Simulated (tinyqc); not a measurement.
Deal-Grove kinetics of thermal oxidation of silicon: one step, computed by the program tinyqc. Command: `OMP_NUM_THREADS=1 python tinyqc.py 3016716 3016717 out.jsonl oxide walk`. One thread of a shared host (Intel(R) Xeon(R) Processor @ 2.30GHz), about 0.03 s of CPU time with the checks.

Oxidant diffuses through the oxide and reacts at the interface, so that dx/dt = B/(A + 2x) for the oxide thickness x.

Question. Two steps, the one at T2 first. B = B0 p exp(-E_B/(k_B T)), B/A = (B/A)0 p^m exp(-E_A/(k_B T)), p in atm; A = B/(B/A). Temperatures in kelvin are T(C) + 273.15. tau = (x_i^2 + A x_i)/B and x = (A/2) [sqrt(1 + 4 B (t + tau)/A^2) - 1], the root of x^2 + A x = B (t + tau). First t2 at T2 from x_i, then t at T from the thickness reached.

Inputs (values chosen for the exercise, close to those used for silicon):
```
quantity                       value    unit
prefactor B0                     419  um^2/h
activation energy E_B          0.781      eV
prefactor (B/A)0            1.79e+08    um/h
activation energy E_A           2.04      eV
temperature T                   1050       C
oxidant pressure p                 1     atm
pressure exponent m of B/A         1       -
initial oxide x_i               0.05      um
time t                          0.84       h
temperature of step 2, T2       1050       C
time of step 2, t2              0.49       h
```

Ambient: steam. Surface: (111). Extension: second step.

length A = 0.1461493 um

parabolic constant B = 0.4440625 um^2/h

Constants: k_B = 8.617333262e-05 eV/K.

Give: thickness after t2 at T2; final thickness in this order.

Answer.

thickness after t2 at T2 = 0.4094 um

final thickness in this order = 0.7052 um
